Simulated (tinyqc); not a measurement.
The decay curve: photoconductance decay in a wafer: bulk and surface recombination modes, and iron detection by pair splitting. Computed by tinyqc, a small Python program. Command: `OMP_NUM_THREADS=1 python tinyqc.py 3112788 3112789 out.jsonl pcd walk`. One thread of a shared host (Intel(R) Xeon(R) Processor @ 2.30GHz), about 0.01 s of CPU time with the checks.

Both faces of the wafer have the same S; injection is low and all coefficients are constant. x runs from -W/2 to W/2.

Inputs (values chosen for the exercise, modelled on p-type silicon):
```
quantity                          value         unit
thickness W                         150   micrometre
diffusivity D                      20.8       cm^2/s
bulk lifetime tau_b without iron     88  microsecond
surface recombination velocity S     41         cm/s
absorption coefficient alpha        210         1/cm
```

Method:
- Even modes cos(a x) obey b tan b = S W/(2 D) with b = a W/2, odd modes sin(a x) obey -b cot b = S W/(2 D); each decays at the rate 1/tau_b + D a^2.
- tau_eff is the decay time of the first mode. The surface time is 1/(D a^2) of that mode; shortcuts for it are W/(2 S), W^2/(pi^2 D) and their sum, whose error is sum/surface time - 1.
- Light from one face makes n(x, 0) proportional to exp(-alpha (x + W/2)). Only even modes carry the thickness average: weight c_n = [sin b/b] int n cos(a x) dx / (int cos^2(a x) dx x mean n), with int exp(-alpha (x + W/2)) cos(a x) dx = [alpha cos b (1 - E) + a sin b (1 + E)]/(alpha^2 + a^2), E = exp(-alpha W), and int cos^2 = W/2 + sin(2 b)/(2 a).
- Mean density = sum_n c_n exp(-t/tau_n) over 60 modes; the local decay time is -1/(d ln n/dt).

W^2/(pi^2 D) = 1.09602 microsecond

tau_eff = 59.5115 microsecond

Decay:
```
t / (W^2/(pi^2 D))  t (microsecond)  mean density/start  local decay time (microsecond)
0.02                         0.0219             0.99956                          51.209
0.05                         0.0548             0.99893                          52.743
0.10                         0.1096             0.99791                          54.283
0.20                         0.2192             0.99593                          56.114
0.50                         0.5480             0.99026                          58.474
1.00                         1.0960             0.98111                          59.369
2.00                         2.1920             0.96320                          59.509
```

What does the comparison show, and why?

The local decay time goes from 51.2 to 59.5 microsecond against tau_eff = 59.5.
